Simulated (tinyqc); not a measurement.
Pump-down curve: gas flow in a process chamber: flow regimes, conductance, effective pumping speed, pump-down, outgassing and purge. Computed by tinyqc, a small Python program. Command: `OMP_NUM_THREADS=1 python tinyqc.py 3121199 3121200 out.jsonl pump walk`. One thread of a shared host (Intel(R) Xeon(R) Processor @ 2.30GHz), about 0.08 s of CPU time with the checks.

Ideal gas, isothermal flow, a pump of constant speed at the end of a round pipe; process gas, volume gas and outgassing are given the same properties. 1 sccm = 101325 Pa x 1e-6 m^3/60 s x T/273.15 K.

Inputs (values chosen for the exercise, modelled on nitrogen near room temperature):

| quantity | value | unit |
|---|---|---|
| molar mass M | 28.01 | g/mol |
| molecular diameter | 0.37 | nm |
| viscosity eta | 17.8 | micropascal s |
| temperature T | 300 | K |
| chamber volume V | 110 | L |
| wall area | 0.44 | m^2 |
| pipe diameter d | 25 | cm |
| pipe length l | 66 | cm |
| pump speed S | 900 | L/s |
| outgassing rate after 1 h | 4.4e-06 | Pa m^3/(s m^2) |
| outgassing exponent n | 1.1 | - |
| starting pressure p0 | 1000 | Pa |

Constants: k_B = 1.380649e-23 J/K; u = 1.6605390666e-27 kg.

Method:
- Mean speed c = sqrt(8 k_B T/(pi m)); aperture conductance C_a = c pi d^2/16; molecular pipe C_m = C_a/(1 + 3 l/(4 d)) (Dushman form); viscous pipe C_v = pi d^4 p_mean/(128 eta l); Knudsen interpolation C = C_v + C_m (1 + x)/(1 + 1.24 x), x = d p_mean sqrt(m/(k_B T))/eta.
- Effective speed 1/S_eff = 1/S + 1/C_m; time constant V/S_eff; pressure at which the free path k_B T/(sqrt2 pi d_m^2 p) equals d.
- Pump-down: V dp/dt = -S_eff(p) p + q(t) A, with S_eff = S p_2/p, where p_2 solves C((p + p_2)/2) (p - p_2) = S p_2 at each moment, and q(t) = q_1 (1 h/(t + 10 s))^n; integrated adaptively. At long times p = q(t) A/S_eff.
- S_eff(p) is tabulated at 260 pressures and interpolated in ln p. Comparison columns: p0 exp(-t/time constant) with the molecular S_eff (0 below 1e-26 p0), and the outgassing limit.

time constant = 0.178315 s

S_eff in molecular flow = 616.885 L/s

Pressure against time:

| t (s) | p (Pa) | S_eff (L/s) | volume gas only (Pa) | outgassing limit (Pa) |
|---|---|---|---|---|
| 0.3 | 8.6004e+01 | 898.85 | 1.8592e+02 | 1.9702e-03 |
| 1 | 3.6187e-01 | 744.16 | 3.6682e+00 | 1.8327e-03 |
| 3 | 1.5573e-03 | 615.26 | 4.9359e-05 | 1.5251e-03 |
| 10 | 9.6066e-04 | 615.84 | 4.4111e-22 | 9.4951e-04 |
| 30 | 4.4552e-04 | 616.38 | 0 | 4.4296e-04 |
| 100 | 1.4588e-04 | 616.72 | 0 | 1.4558e-04 |
| 300 | 4.6607e-05 | 616.83 | 0 | 4.6573e-05 |
| 1000 | 1.2705e-05 | 616.87 | 0 | 1.2702e-05 |
| 3600 | 3.1290e-06 | 616.88 | 0 | 3.1288e-06 |
| 20000 | 4.7563e-07 | 616.88 | 0 | 4.7562e-07 |
| 100000 | 8.1019e-08 | 616.89 | 0 | 8.1019e-08 |

What does the comparison show, and why?

From t = 3 s on the pressure is within 20 % of the outgassing limit, which falls only as (t + 10 s)^-1.1: walls, not volume, set the time to base pressure. Early on viscous flow raises S_eff to 899 L/s, 1.5 times its molecular value.
